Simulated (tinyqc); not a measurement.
From results to parameters: two-site tight-binding chain. Computed by the program tinyqc.

Problem. A two-site chain has site energies +delta (A) and -delta (B) and hoppings t1 > t2 > 0, so E = +/- sqrt(delta^2 + |t1 + t2 exp(-ika)|^2). Find delta, t1 and t2.

upper band at k = 0 = 2.550020 eV
upper band at the zone edge = 0.946256 eV
weight of the upper band on site A at the zone edge = 0.790619

Solution. The weight on A is (1 + delta/E)/2, which gives delta; then t1 + t2 = sqrt(E(0)^2 - delta^2) and t1 - t2 = sqrt(E(edge)^2 - delta^2).

delta, t1, t2 (eV): 0.550  1.630  0.860
